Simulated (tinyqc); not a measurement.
Changing the field angle psi from the easy axis: single-domain magnet: Stoner-Wohlfarth switching, Neel-Arrhenius retention, LLG dynamics and spin torque. Computed by tinyqc, a small Python program. Command: `OMP_NUM_THREADS=1 python tinyqc.py 3015484 3015485 out.jsonl macro sweep`. One thread of a shared host (Intel(R) Xeon(R) Processor @ 2.30GHz), about 0.01 s of CPU time with the checks.

The moment is uniform, with unit vector m; z is the easy axis. mu_0 = 1.25663706212e-6 T m/A, gamma = 1.76085963023e11 rad/(s T).

Inputs (values chosen for the exercise, for a model magnet):

| quantity | value | unit |
|---|---|---|
| saturation magnetisation M_s | 601 | kA/m |
| diameter d | 52 | nm |
| thickness t | 1 | nm |
| interface anisotropy K_i | 0.314 | mJ/m^2 |
| bulk anisotropy K_u | 0 | kJ/m^3 |
| exchange stiffness A | 24 | pJ/m |
| temperature T | 450 | K |
| attempt frequency f0 | 2 | GHz |
| reversing field h = H/H_K | 0.2 | - |
| waiting time t_w | 3.15e+08 | s |

Shape: thin disc, easy axis normal to it.

Constants: k_B = 1.380649e-23 J/K.

Method:
- The disc is treated as an oblate spheroid with p = t/d: N_z = [1 - p arccos(p)/sqrt(1 - p^2)]/(1 - p^2); V = pi d^2 t/4; K_eff = K_u + K_i/t + K_shape, K_shape = -(mu_0 M_s^2/4)(3 N_z - 1); mu_0 H_K = 2 K_eff/M_s.
- Delta = K_eff V/(k_B T); tau = exp(Delta)/f0; probability of a flip within t_w: P = 1 - exp(-t_w/tau). Wall width parameter sqrt(A/K_eff); a two-domain state costs 4 sqrt(A K_eff) times the cross-section that the wall cuts (d t).
- Energy over K_eff V: e(theta) = sin^2(theta) + 2 h cos(theta - psi) for m at the angle theta from +z and a field that points at psi from -z (it pulls m away from +z towards negative theta); h_sw = (cos^(2/3) psi + sin^(2/3) psi)^(-3/2).
- The metastable minimum and the saddle are the two roots of e'(theta) = sin(2 theta) - 2 h sin(theta - psi) on either side of theta_c = -arctan(tan^(1/3) psi).

One run for each value:

| field angle psi from the easy axis (degrees) | switching field h_sw | barrier / (K_eff V) | minimum theta (degrees) | saddle theta (degrees) |
|---|---|---|---|---|
| 3 | 0.8226 | 0.6201 | -0.75 | -78.35 |
| 14 | 0.6247 | 0.5576 | -3.44 | -78.22 |
| 24 | 0.5496 | 0.5164 | -5.72 | -78.51 |
| 34 | 0.5126 | 0.4907 | -7.72 | -79.22 |
| 45 | 0.5000 | 0.4810 | -9.50 | -80.50 |
| 56 | 0.5126 | 0.4907 | -10.78 | -82.28 |
| 66 | 0.5496 | 0.5164 | -11.49 | -84.28 |
| 76 | 0.6247 | 0.5576 | -11.78 | -86.56 |
| 87 | 0.8226 | 0.6201 | -11.65 | -89.25 |

What does the table show, and why?

Over the rows, switching field h_sw goes from 0.823 through a minimum among these rows, 0.500 at 45.0, to 0.823; barrier / (K_eff V) goes from 0.620 through a minimum among these rows, 0.481 at 45.0, to 0.620. h_sw and the barrier are symmetric about 45 degrees, where a given field does most: it both tilts the moment and favours the other well.

Caution (all rows): a flat cylinder has a smaller N_z than the spheroid of the same t/d, so K_eff of a real disc is larger.

Extremes, crossings and ranges named in words are read from the listed rows.
